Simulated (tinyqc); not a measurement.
Long-channel MOSFET, surface-potential model: one step of the calculation.

n-channel transistor on a uniformly doped p-type body, gradual-channel approximation, constant mobility, Boltzmann statistics, full ionisation. Potentials are counted from the neutral body; V is the electron quasi-Fermi potential, Vsb at the source and Vsb + Vds at the drain. Charges are magnitudes per area.

Problem. Inversion charge along the channel. The surface potential psi at channel potential V solves Vgs + Vsb - Vfb - psi = gamma sqrt(G), G = psi - Vt + Vt exp((psi - 2 phiF - V)/Vt). Charge sheet: Qi = Cox gamma [sqrt(G) - sqrt(psi - Vt)]. Pao-Sah: Qi = (Cox gamma/2) integral from 3 Vt to psi of exp((u - 2 phiF - V)/Vt)/sqrt(G(u, V)) du.

Values chosen for this exercise; material values close to those of silicon:
- T = 293 K (temperature)
- Vfb = -0.54 V (flat-band voltage)
- Vsb = 1 V (source-body reverse bias)
- Vgs = 0.43 V (gate-source voltage)

Constants: q = 1.602176634e-19 C, kB = 1.380649e-23 J/K, Vt = kB T/q. Results are converted to the units shown.

V, point 0 to 6 (V): 1  1.3333333  1.6666667  2  2.3333333  2.6666667  3
phiF = 0.41622859 V
Cox = 1.1510444 uF/cm^2
gamma = 0.17892584 V^0.5

Wanted: psi; Qi, charge sheet; Qi, Pao-Sah.

Solution.

```
point  psi (V)  Qi, charge sheet (nC/cm^2)  Qi, Pao-Sah (nC/cm^2)
0        1.736                     0.04347                0.04380
1        1.736                    8.041e-8               8.101e-8
2        1.736                   1.485e-13              1.496e-13
3        1.736                   2.743e-19              2.764e-19
4        1.736                   5.066e-25              5.104e-25
5        1.736                   9.357e-31              9.428e-31
6        1.736                   1.728e-36              1.741e-36
```

At the source the charge-sheet charge is 0.75 % below the Pao-Sah one.

Computed by the program tinyqc: `OMP_NUM_THREADS=1 python tinyqc.py 2360102 2360103 out.jsonl`, one thread of a shared Intel Xeon 2.30GHz, about 0.06 s for the whole run.
